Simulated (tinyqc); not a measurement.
Worked calculation: plane-wave Kohn-Sham cycle with exchange-only LDA in a layered model solid. One step of it, computed by the program tinyqc.

Question. Iteration 1: potential. V_H(G) = 4 pi rho(G)/G^2 for G != 0 (uniform background); v_x = -(3 rho/pi)^(1/3); V = V_ext + V_H + v_x; Fourier components f(G_m) = (1/N) sum_j f(x_j) exp(-i G_m x_j).

A solid whose potential varies along x alone (atomic units):
```
parameter                      value
period a                    5.300000
cross-section of the cell  14.000000
electrons per cell                 4
grid points                       16
plane waves -n..n, n               3
k points                           1
V1 in V1 cos(2 pi x/a)     -0.550000
```

density at the start, on the grid x_j = j a/N (e/bohr^3): 0.05390836  0.05390836  0.05390836  0.05390836  0.05390836  0.05390836  0.05390836  0.05390836  0.05390836  0.05390836  0.05390836  0.05390836  0.05390836  0.05390836  0.05390836  0.05390836

Give: Potentials on the grid; V(G_m), m = 0, 1, 2, ....

Answer.

Potentials on the grid (hartree):
```
x         V_ext     V_H      v_x        V
0.0000  -0.5500  0.0000  -0.3720  -0.9220
0.3312  -0.5081  0.0000  -0.3720  -0.8801
0.6625  -0.3889  0.0000  -0.3720  -0.7609
0.9938  -0.2105  0.0000  -0.3720  -0.5825
1.3250        0  0.0000  -0.3720  -0.3720
1.6562   0.2105  0.0000  -0.3720  -0.1615
1.9875   0.3889  0.0000  -0.3720   0.0169
2.3188   0.5081  0.0000  -0.3720   0.1361
2.6500   0.5500  0.0000  -0.3720   0.1780
2.9813   0.5081  0.0000  -0.3720   0.1361
3.3125   0.3889  0.0000  -0.3720   0.0169
3.6437   0.2105  0.0000  -0.3720  -0.1615
3.9750        0  0.0000  -0.3720  -0.3720
4.3063  -0.2105  0.0000  -0.3720  -0.5825
4.6375  -0.3889  0.0000  -0.3720  -0.7609
4.9688  -0.5081  0.0000  -0.3720  -0.8801
```

V(G_m), m = 0, 1, 2, ... (hartree): -0.3720  -0.2750  0.0000  0.0000  0.0000  0.0000  0.0000
